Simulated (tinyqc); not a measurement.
# Tunnelling through a gate dielectric, WKB transmission and Tsu-Esaki current: what changes with what

Electrons leave the emitter at x = 0. Energies E (motion across the layers) are in eV from the emitter Fermi level; the collector Fermi level lies at -V and offers states at every E. No charge in the dielectric and no image force: F1 = V/t1, U = phi1 - F1 x. With C = hbar^2/(2 m0), kappa = sqrt(m (U - E)/C) where U > E and 0 elsewhere; T(E) = exp(-S), S = 2 times the integral of kappa over x.

Parameters, values chosen for the exercise; dielectric values close to those of silicon dioxide:

| symbol | value | unit | meaning |
|---|---|---|---|
| T | 350 | K | temperature |
| Ef | 0.27 | eV | Fermi energy of the emitter above its band bottom |
| me | 1 | m0 | emitter mass in the supply function |
| phi1 | 3.21 | eV | barrier of layer 1 above the emitter Fermi level at zero bias |
| m1 | 0.51 | m0 | tunnelling mass of layer 1 |
| t1 | 6.5 | nm | thickness of layer 1 |
| V | 6.4 | V | voltage across the dielectric |

Constants: q = 1.602176634e-19 C, kB = 1.380649e-23 J/K, hbar = 1.054571817e-34 J s, m0 = 9.1093837015e-31 kg, Vt = kB T/q, hbar^2/(2 m0) = 0.0380998212 eV nm^2. Results are converted to the units shown.

Each table varies one quantity; the others keep the values above.

## Effect of the tunnelling mass m1

Each layer adds (2/F) sqrt(m/C) [G(u at its left edge) - G(u at its right edge)] to S, with u = U - E (0 where negative) and G(u) = (2/3) u^1.5. J = J0 times the integral of T(E) N(E) dE, N = ln[(1 + exp(-E/Vt))/(1 + exp((-E - V)/Vt))], J0 = q^2 me m0 kB T/(2 pi^2 hbar^3) (times 1e-4 for A/cm^2 per eV), from E = -Ef to far above the barrier (T = 1 there), by quadrature converged to the digits shown.

Result of one run:
```
m1 (m0),S at E = 0,T(E = 0),J (A/cm^2),mean E of the current (eV)
0.12,13.82,9.939e-7,223.0,-0.1322
```

What becomes of these results when the tunnelling mass of layer 1 m1 is changed from 0.12 to 0.5 m0, all else the same?

Result of the changed run:
```
m1 (m0),S at E = 0,T(E = 0),J (A/cm^2),mean E of the current (eV)
0.5,28.21,5.586e-13,6.081e-5,-0.07837
```

The whole series:
```
m1 (m0),S at E = 0,T(E = 0),J (A/cm^2),mean E of the current (eV)
0.12,13.82,9.939e-7,223.0,-0.1322
0.15,15.45,1.945e-7,39.48,-0.1266
0.2,17.84,1.781e-8,3.147,-0.1181
0.25,19.95,2.167e-9,0.3417,-0.1104
0.31,22.22,2.250e-10,0.03165,-0.1019
0.4,25.23,1.098e-11,0.001347,-0.09024
0.5,28.21,5.586e-13,6.081e-5,-0.07837
0.63,31.67,1.763e-14,1.707e-6,-0.06418
```

J falls from 223 to 1.71e-6 A/cm^2. S goes as m1^(0.50): kappa is proportional to the square root of the mass.

## Current against voltage

Same model as above.

Current against voltage:
```
V (V),S at E = 0,T(E = 0),J (A/cm^2),mean E of the current (eV)
0.2,83.87,3.749e-37,3.975e-29,-0.07397
1.06,77.74,1.737e-34,1.763e-26,-0.06830
1.92,70.78,1.817e-31,1.681e-23,-0.05299
2.79,62.27,9.055e-28,7.719e-20,-0.01175
3.65,49.96,2.003e-22,1.590e-14,0.02513
4.51,40.43,2.750e-18,2.205e-10,-0.02557
5.38,33.90,1.901e-15,1.729e-7,-0.05477
6.24,29.22,2.032e-13,2.132e-5,-0.07427
7.1,25.68,7.003e-12,8.425e-4,-0.08847
```

J rises from 3.98e-29 to 8.42e-4 A/cm^2, by 3.08 decades a volt between the first two rows and 1.86 between the last two. From V = 3.65 V on (among the rows) a band edge falls below the emitter Fermi level, so electrons at E = 0 no longer cross the full thickness. In 1 of the 9 rows the field exceeds 10 MV/cm (up to 10.9), more than most dielectrics sustain; the model ignores breakdown.

Program tinyqc, `OMP_NUM_THREADS=1 python tinyqc.py 2540112 2540113 out.jsonl`; Intel Xeon 2.30GHz, shared host, one thread, about 0.02 s.
